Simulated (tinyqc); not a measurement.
Character of the line: straight dislocations in isotropic elasticity: fields, energies, partials, Peierls stress and walls. Computed by tinyqc, a small Python program. Command: `OMP_NUM_THREADS=1 python tinyqc.py 3029321 3029322 out.jsonl disloc walk`. One thread of a shared host (Intel(R) Xeon(R) Processor @ 2.30GHz), about 0.01 s of CPU time with the checks.

The line runs along z, the glide plane is y = 0, and beta is the angle between b and the line (0 screw, 90 degrees edge): b_e = b sin(beta) along +x with the extra half plane at y > 0, b_s = b cos(beta). Stress is positive in tension.

Inputs (values chosen for the exercise, modelled on germanium):

| quantity | value | unit |
|---|---|---|
| shear modulus G | 54.2 | GPa |
| Poisson ratio nu | 0.204 | - |
| Burgers vector b | 4 | angstrom |
| stacking-fault energy gamma | 62.5 | mJ/m^2 |
| dislocation density rho | 9.2e+14 | 1/m^2 |
| core radius r0/b | 1.5 | - |

Character: 60-degree.

Constants: 1 eV/angstrom^3 = 160.2176634 GPa.

Method:
- Energy factor K = G [cos^2(beta) + sin^2(beta)/(1 - nu)].
- E = K b^2/(4 pi) ln(R/r0) with R = 1/(2 sqrt(rho)); tension T = E + d^2E/d(beta)^2 = G b^2 [1 + nu - 3 nu sin^2(beta)]/(4 pi (1 - nu)) ln(R/r0). The core energy is taken into r0.
- Shockley partials have b_p = b/sqrt(3) at the angles beta -/+ 30 degrees; their repulsion balances the fault at d = G b_p^2/(8 pi gamma) (2 - nu)/(1 - nu) [1 - 2 nu cos(2 beta)/(2 - nu)].
- E = K b^2/(4 pi) ln(R/r0); T = G b^2 [1 + nu - 3 nu sin^2(beta)]/(4 pi (1 - nu)) ln(R/r0).

ln(R/r0) = 3.31325

From screw to edge:

| beta (degrees) | K (GPa) | E (eV/nm) | T (eV/nm) | d (nm) |
|---|---|---|---|---|
| 0 | 54.200 | 14.271 | 21.586 | 3.2089 |
| 15 | 55.130 | 14.516 | 20.851 | 3.3353 |
| 30 | 57.673 | 15.185 | 18.843 | 3.6805 |
| 45 | 61.145 | 16.100 | 16.100 | 4.1521 |
| 60 | 64.618 | 17.014 | 13.357 | 4.6238 |
| 75 | 67.160 | 17.683 | 11.349 | 4.9690 |
| 90 | 68.090 | 17.928 | 10.614 | 5.0954 |

The edge costs 1/(1 - nu) = 1.256 times the screw in energy, yet its tension is only (1 - 2 nu)/(1 + nu) = 0.492 of the screw value, so loops under stress are elongated along b. The edge splits 1.59 times as widely, (2 + nu)/(2 - 3 nu), since there the larger, edge parts of the partials repel with the factor 1/(1 - nu) and the small screw parts attract, while in the screw the roles are exchanged.
